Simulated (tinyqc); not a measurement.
Gain against electron density: polytypes and stacking faults of a tetrahedral semiconductor in an axial Ising model with couplings up to third neighbours. Computed by tinyqc, a small Python program. Command: `OMP_NUM_THREADS=1 python tinyqc.py 3018895 3018896 out.jsonl polytype walk`. One thread of a shared host (Intel(R) Xeon(R) Processor @ 2.30GHz), about 0.01 s of CPU time with the checks.

Each double layer has s = +1 or -1 for the sense of its stacking step; E per pair of atoms = E0 - sum_n J_n <s_i s_(i+n)>, n = 1, 2, 3. Hexagonality h = (1 - <s_i s_(i+1)>)/2.

Inputs (values chosen for the exercise, for a model crystal):
```
quantity                                    value      unit
J1                                           3.39  meV/pair
J2                                          -1.47  meV/pair
J3                                          -0.33  meV/pair
basal lattice constant a                     3.08  angstrom
binding energy of the fault level E_b        0.26        eV
in-plane mass m                              0.29        m0
effective density of states N_c at 300 K  1.7e+19    1/cm^3
temperature T                                 800         K
```

Host polytype: 6H.

Constants: 1 eV/angstrom^2 = 16.02176634 J/m^2; m_0 = 9.1093837015e-31 kg; hbar = 1.054571817e-34 J s; k_B = 1.380649e-23 J/K; k_B = 8.617333262e-05 eV/K.

Method. Faults in 6H: the sequences single Shockley (42) (++++--), Frank-type (32) (+++--), Frank-type (43) (++++---) are put between perfect repeats; k_n = (layers x C_n of the host) - sum_i s_i s_(i+n). gamma = sum k_n J_n/A, A = (sqrt 3/2) a^2; 1 meV/angstrom^2 = 16.02177 mJ/m^2. The fault binds electrons in a two-dimensional band E_b below the conduction edge, g2 = m m0/(pi hbar^2) for one valley. With the Fermi level held by the bulk, eta = ln[n/N_c(T)], N_c(T) = N_c (T/300)^1.5, the grand potential falls by g2 (k_B T)^2 F1(x), x = eta + E_b/(k_B T), F1(x) = integral from 0 to infinity of ln(1 + exp(x - t)) dt; sheet density g2 k_B T ln(1 + e^x). Band bending by the trapped charge is left out, so the gain is an upper bound.

fault coefficients k_n:
```
                            J1        J2        J3
single Shockley (42)   0.00000   0.00000  -4.00000
Frank-type (32)        0.66667   1.33333  -2.00000
Frank-type (43)       -0.66667  -1.33333  -2.00000
```

energy of the glide fault, single Shockley (42) = 2.57426 mJ/m^2

At T:
```
n (1/cm^3)        x  sheet density (1/cm^2)  gain (mJ/m^2)  gain/gamma  gain/gamma at T + 200 K
1.00e+14    -9.7433              4.9008e+08     5.4132e-05  2.1028e-05               1.1058e-05
1.00e+15    -7.4407              4.8996e+09     5.4124e-04  2.1025e-04               1.1057e-04
1.00e+16    -5.1382              4.8867e+10     5.4053e-03  2.0998e-03               1.1052e-03
1.00e+17    -2.8356              4.7626e+11     5.3358e-02  2.0728e-02               1.1004e-02
1.00e+18    -0.5330              3.8562e+12     4.7762e-01  1.8554e-01               1.0555e-01
5.00e+18     1.0764              1.1439e+13     1.7608e+00  6.8399e-01               4.5563e-01
2.00e+19     2.4627              2.1250e+13     4.2377e+00  1.6462e+00               1.3156e+00
```

For x well below 0 the gain is k_B T times the sheet density and linear in n; for x well above 0 the well fills and the gain grows only about as x^2. It passes the fault energy from n = 2.0e19 /cm^3 on; 200 K more changes it by a factor 0.53 at 1e16, so faults opened by injected carriers can shrink on heating.
